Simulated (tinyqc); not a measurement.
Active against total: solid solubility of a dopant against its melt (retrograde solidus), clustering and the electrically active fraction. Computed by tinyqc, a small Python program. Command: `OMP_NUM_THREADS=1 python tinyqc.py 3004151 3004152 out.jsonl retro walk`. One thread of a shared host (Intel(R) Xeon(R) Processor @ 2.30GHz), about 0.01 s of CPU time with the checks.

Inputs (values chosen for the exercise, of the order of those of gallium in silicon for the solubility):
```
quantity                                      value    unit
atoms per cluster m                               4       -
cluster scale N* at 1273 K                  2.5e+20  1/cm^3
activation energy E_b of the cluster scale     0.28      eV
anneal temperature T_a                         1225       K
```

Clustering: clusters of m atoms, electrons left out.

Constants: k_B = 8.617333262e-05 eV/K.

Method. A highly soluble donor (another dopant than that of the solidus) is limited by clustering. Donors N_a are active, and clusters hold m atoms each: N_t = N_a + m C, m C = N* (N_a/N*)^m, with N*(T) = N*(1273 K) exp[-(E_b/k_B)(1/T - 1/1273)].

Active density (1/cm^3):
```
N_t (1/cm^3)  N_a at T_a  fraction  N_a at T_a + 150 K  N_a at T_a - 150 K
1.00e+19      9.9991e+18   0.99991          9.9996e+18          9.9974e+18
3.00e+19      2.9931e+19   0.99769          2.9971e+19          2.9793e+19
1.00e+20      9.3420e+19   0.93420          9.6814e+19          8.5793e+19
2.00e+20      1.5285e+20   0.76423          1.6983e+20          1.2850e+20
5.00e+20      2.3528e+20   0.47055          2.7930e+20          1.8602e+20
1.00e+21      3.0002e+20   0.30002          3.6392e+20          2.3259e+20
2.00e+21      3.7058e+20   0.18529          4.5437e+20          2.8440e+20
5.00e+21      4.7830e+20   0.09566          5.9051e+20          3.6463e+20
```

The exponent d ln N_a/d ln N_t falls from 1.00 to 0.28, towards 1/m = 0.250. At the highest dose a 150 K hotter anneal gives 1.23 times the active density, and a later step 150 K cooler would cut it to 0.76 if it ran to equilibrium: short hot anneals come last. For ionised donors far above n_i the electrons enter the mass action too and halve the limiting exponent.

Extremes, crossings and ranges named in words are read from the listed rows.
